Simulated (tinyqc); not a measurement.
# Worked calculation: resistance of a source-drain extension with a graded tip

Program tinyqc, `OMP_NUM_THREADS=1 python tinyqc.py 2282172 2282173 out.jsonl`; Intel Xeon 2.30GHz, shared host, one thread, about 0.04 s. Printed values are rounded.

y runs along the channel, the gate covers y > 0. The doping is N0 for y < y0 and N0 10^(-(y - y0)/la) beyond, uniform over the depth xj. Sheet conductance s(y) = q mu(N) max(N - Nch, 0) xj + (for y > 0) ma Cox Vo, with mu(N) = u0 + (u1 - u0)/(1 + (N/Nr)^au) and Cox = eps0 eox/tox. Current is taken as one-dimensional; depletion of the tip, spreading and the contact are left out. The metallurgical junction lies at yj, where N = Nch.

Parameters, values chosen for the exercise; mobility law close to that of electrons in silicon:
- eox = 22.4 (relative permittivity of the gate insulator (close to hafnium oxide))
- tox = 10 nm (insulator thickness)
- N0 = 1.4e20 cm^-3 (active doping of the extension far from the gate)
- la = 3.5 nm/decade (lateral abruptness)
- y0 = 3.9 nm (position under the gate where the fall begins (gate edge at 0))
- xj = 24 nm (depth of the extension)
- Nch = 5e17 cm^-3 (channel doping)
- Vo = 0.57 V (gate overdrive)
- ma = 90 cm^2/(V s) (mobility of the gate-induced layer)
- u1 = 1414 cm^2/(V s) (mobility at low doping)
- u0 = 68.5 cm^2/(V s) (mobility at high doping)
- Nr = 9.2e16 cm^-3 (reference doping)
- au = 0.711 (exponent)
- Lg = 60 nm (gate length)

Constants: q = 1.602176634e-19 C, eps0 = 8.8541878128e-14 F/cm where lengths are in cm. Results are converted to the units shown.

## Sheet resistances and junction position

yj = y0 + la log10(N0/Nch); sheet resistance of the full extension 1/[q mu(N0)(N0 - Nch) xj] and of the gate-induced layer 1/(ma Cox Vo); metallurgical length Lg - 2 yj; ye is where the doped and the gate-induced conductances are equal.

yj = 12.46505 nm
sheet resistance of the extension = 245.9132 ohm/square
sheet resistance of the induced layer = 9828.469 ohm/square
metallurgical length = 35.06989 nm
ye = 10.59262 nm
N at ye = 1.713761e18 cm^-3

The gate takes over 1.87 nm before the junction, where N is still 3.43 times the channel doping.

## Resistance of the overlapped part

Midpoint rule on 9 equal steps from 0 to yj: R_ov = sum h/s(y), per width.

```
point,y (nm),N (cm^-3),doped conductance (uS),sheet resistance (ohm/square)
0,0.6925030,1.4e20,4066.476,239.9105
1,2.077509,1.4e20,4066.476,239.9105
2,3.462515,1.4e20,4066.476,239.9105
3,4.847521,7.505988e19,2289.330,418.2219
4,6.232527,3.017810e19,1027.427,885.6041
5,7.617532,1.213322e19,487.8664,1696.032
6,9.002538,4.878204e18,242.3594,2906.093
7,10.38754,1.961300e18,115.5953,4601.074
8,11.77255,7.885477e17,34.22680,7354.453
```

R_ov = 25.735 ohm um

The exact integral is 26.076 ohm um; the coarse sum is 1.3 % below it.
